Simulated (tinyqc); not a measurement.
Lattice vibrations of a chain, step by step. One step of it, computed by the program tinyqc.

Question. Dynamical matrix at q = 0.06. q is in units of 2 pi/a. A spring k from atom i to atom j, n cells on, adds k to Phi_ii and Phi_jj, -k exp(2 pi i q n) to Phi_ij and the conjugate to Phi_ji (for one atom a cell: 2k (1 - cos 2 pi q n)); D_ij = Phi_ij / sqrt(m_i m_j).

A chain moving along its axis:
```
atom                mass (u)  spring to the next atom (eV/angstrom^2)
1                  87.700000                                24.200000
2                  85.800000                                28.300000
3                  14.700000                                22.500000
second neighbours          -                                 2.300000
```

Give: D(q).

Answer.

D(q) (eV/(angstrom^2 u)), lower triangle (Hermitian):
```
               1              2      3
1          0.585
2  -0.304-0.010i          0.666
3  -0.647-0.231i  -0.857-0.024i  3.769
```
